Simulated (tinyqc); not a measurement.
Standing waves and exposure in a photoresist film: one step. Interface coefficients. Four cases, with inputs chosen for the exercise.

Question. Form N1, r01, t01 and r12.

Normal incidence from air. Unexposed resist: N1 = n1 + i k1 with k1 = (A + B) lam/(4 pi), lam in micrometres. r01 = (1 - N1)/(1 + N1), t01 = 2/(1 + N1). Below the resist lie the layer Na = na + i ka and the substrate Ns = ns + i ks: r12 = (r1a + ras x)/(1 + r1a ras x), x = exp(4 pi i Na da/lam), r1a = (N1 - Na)/(N1 + Na), ras = (Na - Ns)/(Na + Ns). With p = exp(2 pi i N1 d/lam), the field at depth z is E(z) = t01 [exp(2 pi i N1 z/lam) + r12 p^2 exp(-2 pi i N1 z/lam)]/(1 + r01 r12 p^2), the relative intensity I(z) = n1 |E(z)|^2 and the reflectance R = |(r01 + r12 p^2)/(1 + r01 r12 p^2)|^2.

Give: N1; r01; t01; r12; |r12|^2.

Case 1.

Values chosen (a resist on Cu, indices near tabulated ones; not measured data): lam = 193 nm (vacuum wavelength); n1 = 1.687 (resist index); A = 0.04 1/micrometre (bleachable absorption (Dill A)); B = 0.68 1/micrometre (fixed absorption (Dill B)); d = 131 nm (resist thickness); ns = 0.952 (substrate n); ks = 1.439 (substrate k); na = 1.794 (n of the bottom antireflection layer); ka = 0.333 (its k); da = 81 nm (its thickness).

Answer.

N1 = 1.68700+0.01106i
r01 = -0.2557-0.0031i
t01 = 0.7443-0.0031i
r12 = -0.0475-0.0156i
|r12|^2 = 0.0025

Next to the bottom the intensity swings by a factor ((1 + |r12|)/(1 - |r12|))^2 = 1.22 between antinode and node; without the layer |r12|^2 would be 0.2845.

Case 2.

Values chosen (a resist on Cu, indices near tabulated ones; not measured data): lam = 365 nm (vacuum wavelength); n1 = 1.71 (resist index); A = 0.52 1/micrometre (bleachable absorption (Dill A)); B = 0.07 1/micrometre (fixed absorption (Dill B)); d = 975 nm (resist thickness); ns = 1.287 (substrate n); ks = 1.958 (substrate k); na = 1.758 (n of the bottom antireflection layer); ka = 0.339 (its k); da = 76 nm (its thickness).

Answer.

N1 = 1.71000+0.01714i
r01 = -0.2620-0.0047i
t01 = 0.7380-0.0047i
r12 = -0.1830-0.0047i
|r12|^2 = 0.0335

Next to the bottom the intensity swings by a factor ((1 + |r12|)/(1 - |r12|))^2 = 2.1 between antinode and node; without the layer |r12|^2 would be 0.3063.

Case 3.

Values chosen (a resist on polySi, indices near tabulated ones; not measured data): lam = 248 nm (vacuum wavelength); n1 = 1.795 (resist index); A = 0.03 1/micrometre (bleachable absorption (Dill A)); B = 0.34 1/micrometre (fixed absorption (Dill B)); d = 345 nm (resist thickness); ns = 1.662 (substrate n); ks = 2.721 (substrate k); na = 1.752 (n of the bottom antireflection layer); ka = 0.457 (its k); da = 29 nm (its thickness).

Answer.

N1 = 1.79500+0.00730i
r01 = -0.2844-0.0019i
t01 = 0.7156-0.0019i
r12 = 0.2327-0.0469i
|r12|^2 = 0.0564

Next to the bottom the intensity swings by a factor ((1 + |r12|)/(1 - |r12|))^2 = 2.63 between antinode and node; without the layer |r12|^2 would be 0.3806.

Case 4.

Values chosen (a resist on Si, indices near tabulated ones; not measured data): lam = 365 nm (vacuum wavelength); n1 = 1.719 (resist index); A = 0.61 1/micrometre (bleachable absorption (Dill A)); B = 0.12 1/micrometre (fixed absorption (Dill B)); d = 1098 nm (resist thickness); ns = 6.505 (substrate n); ks = 2.714 (substrate k); na = 1.752 (n of the bottom antireflection layer); ka = 0.329 (its k); da = 28 nm (its thickness).

Answer.

N1 = 1.71900+0.02120i
r01 = -0.2645-0.0057i
t01 = 0.7355-0.0057i
r12 = 0.0859-0.5362i
|r12|^2 = 0.2948

Next to the bottom the intensity swings by a factor ((1 + |r12|)/(1 - |r12|))^2 = 11.4 between antinode and node; without the layer |r12|^2 would be 0.4015.

Computed by tinyqc, one run a case: `OMP_NUM_THREADS=1 python tinyqc.py N N+1 out.jsonl` with N = 1650827, 1650861, 1650876, 1651048; one thread of a shared Intel(R) Xeon(R) Processor @ 2.30GHz, about 0.01 s a run at most.
